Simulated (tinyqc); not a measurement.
# Changing the angle of incidence

Model: physical sputtering: collision-cascade yield, angular dependence, faceting and resputtering in deposition. Computed by tinyqc, a small Python program. Command: `OMP_NUM_THREADS=1 python tinyqc.py 3004275 3004276 out.jsonl sputter sweep`. One thread of a shared host (Intel(R) Xeon(R) Processor @ 2.30GHz), about 0.01 s of CPU time with the checks.

Ions start collision cascades; atoms that reach the surface with more than U leave. The target is amorphous or fine-grained.

Inputs (values chosen for the exercise, modelled on krypton ions on aluminium):
```
quantity                    value     unit
ion Z1                         36        -
ion mass M1                  83.8        u
target Z2                      13        -
target mass M2              26.98        u
surface binding energy U     3.39       eV
target density N             60.2   1/nm^3
fit factor Q                    1        -
ion energy E                  770       eV
current density J             4.2  mA/cm^2
angular exponent f            2.4        -
angle of the largest yield     68  degrees
```

Constants: e = 1.602176634e-19 C.

Method:
- gamma = 4 M1 M2/(M1 + M2)^2; threshold E_th = 6.7 U/gamma for M1 >= M2, else U (1 + 5.7 M1/M2)/gamma. eps = 0.03255 M2 E/(Z1 Z2 (M1 + M2) z), z = (Z1^(2/3) + Z2^(2/3))^(1/2), E in eV; s_n = 3.441 sqrt(eps) ln(eps + 2.718)/(1 + 6.355 sqrt(eps) + eps (6.882 sqrt(eps) - 1.708)); S_n = 84.78 Z1 Z2 M1 s_n/((M1 + M2) z) in eV angstrom^2; alpha = 0.249 (M2/M1)^0.56 + 0.0035 (M2/M1)^1.5 for M1 <= M2, else 0.0875 (M2/M1)^(-0.15) + 0.165 M2/M1; Y0 = 0.042 Q alpha S_n/U [1 - sqrt(E_th/E)]^2.5 (the electronic-loss factor of the full formula is dropped).
- Erosion rate = Y0 J/(e N); 1 cm^2 = 1e14 nm^2.
- Angular law: Y/Y0 = t^f exp(-f cos(a_opt)(t - 1)), t = 1/cos(angle), largest at a_opt. A plane tilted by the angle recedes along the beam at a speed proportional to Y(angle), and along its own normal as Y cos(angle).

One run for each value; columns: (1) angle of incidence (degrees); (2) Y/Y0 at the angle; (3) normal speed relative to a flat surface; (4) yield at the angle (atoms per ion):
```
(1)     (2)         (3)     (4)
0    1.0000  1.0000e+00  1.1863
15   1.0528  1.0170e+00  1.2490
30   1.2289  1.0643e+00  1.4579
40   1.4406  1.1036e+00  1.7090
50   1.7525  1.1265e+00  2.0790
60   2.1479  1.0740e+00  2.5481
70   2.3287  7.9647e-01  2.7626
75   1.9528  5.0543e-01  2.3166
80   0.9262  1.6083e-01  1.0988
85   0.0284  2.4778e-03  0.0337
```

Over the rows, Y/Y0 at the angle goes from 1.00 through a maximum among these rows, 2.33 at 70.0, to 0.0284; normal speed relative to a flat surface goes from 1.00 through a maximum among these rows, 1.13 at 50.0, to 0.00248; yield at the angle (atoms per ion) goes from 1.19 through a maximum among these rows, 2.76 at 70.0, to 0.0337. Oblique ions deposit their energy nearer the surface until reflection sets in; the normal speed peaks at a smaller angle than the yield, as the beam spreads over more area.

Extremes, crossings and ranges named in words are read from the listed rows.
